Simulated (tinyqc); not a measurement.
Standing waves and exposure in a photoresist film, step by step. Values are carried at full precision from step to step, so a last printed digit may differ when a step is redone from the rounded ones.

Normal incidence from air. Unexposed resist: N1 = n1 + i k1 with k1 = (A + B) lam/(4 pi), lam in micrometres. r01 = (1 - N1)/(1 + N1), t01 = 2/(1 + N1). Below the resist lie the layer Na = na + i ka and the substrate Ns = ns + i ks: r12 = (r1a + ras x)/(1 + r1a ras x), x = exp(4 pi i Na da/lam), r1a = (N1 - Na)/(N1 + Na), ras = (Na - Ns)/(Na + Ns). With p = exp(2 pi i N1 d/lam), the field at depth z is E(z) = t01 [exp(2 pi i N1 z/lam) + r12 p^2 exp(-2 pi i N1 z/lam)]/(1 + r01 r12 p^2), the relative intensity I(z) = n1 |E(z)|^2 and the reflectance R = |(r01 + r12 p^2)/(1 + r01 r12 p^2)|^2.

Values chosen for the exercise (a resist on Al, indices near tabulated ones; not measured data):

| symbol | value | unit | meaning |
|---|---|---|---|
| lam | 365 | nm | vacuum wavelength |
| n1 | 1.731 |  | resist index |
| A | 0.79 | 1/micrometre | bleachable absorption (Dill A) |
| B | 0.11 | 1/micrometre | fixed absorption (Dill B) |
| d | 713 | nm | resist thickness |
| ns | 0.411 |  | substrate n |
| ks | 4.506 |  | substrate k |
| na | 1.724 |  | n of the bottom antireflection layer |
| ka | 0.328 |  | its k |
| da | 43 | nm | its thickness |
| C | 0.031 | cm^2/mJ | exposure rate (Dill C) |
| D | 80 | mJ/cm^2 | incident dose |
| Ld | 15 | nm | diffusion length of the post-exposure bake |

## Interface coefficients

Form N1, r01, t01 and r12.

N1 = 1.73100+0.02614i
r01 = -0.2677-0.0070i
t01 = 0.7323-0.0070i
r12 = 0.4975+0.0020i
|r12|^2 = 0.2475

Next to the bottom the intensity swings by a factor ((1 + |r12|)/(1 - |r12|))^2 = 8.88 between antinode and node; without the layer |r12|^2 would be 0.8680.

## Round trip and reflectance

Form p^2, the denominator and R; the period of the standing wave is lam/(2 n1).

p^2 = 0.0421-0.5247i
1 + r01 r12 p^2 = 0.9923+0.0697i
R = 0.1336
period = 105.43 nm

The film holds 6.76 periods.

## Intensity and exposure over the lowest period

Nine depths from d - period to d. Without bleaching during the exposure the share of unexposed compound is m = exp(-C D I).

Profile:

| z (nm) | I | m |
|---|---|---|
| 607.6 | 1.146 | 0.058 |
| 620.7 | 0.998 | 0.084 |
| 633.9 | 0.646 | 0.201 |
| 647.1 | 0.293 | 0.483 |
| 660.3 | 0.143 | 0.701 |
| 673.5 | 0.281 | 0.498 |
| 686.6 | 0.623 | 0.213 |
| 699.8 | 0.967 | 0.091 |
| 713.0 | 1.107 | 0.064 |

I runs from 0.143 to 1.146 on these points, so m runs from 0.058 to 0.701; the least exposed point listed lies 52.7 nm above the bottom.

## Smoothing by the bake

Gaussian diffusion of length Ld multiplies a cosine of period L by exp(-2 pi^2 Ld^2/L^2). Give that factor, and the Ld that leaves 10 %.

factor = 0.671
Ld for 10 % = 36.01 nm

## Checks

- R against the transfer-matrix product: both 0.13359.

(tinyqc, `OMP_NUM_THREADS=1 python tinyqc.py 1680633 1680634 out.jsonl`, Intel(R) Xeon(R) Processor @ 2.30GHz, 1 thread, shared host, about 0.01 s.)
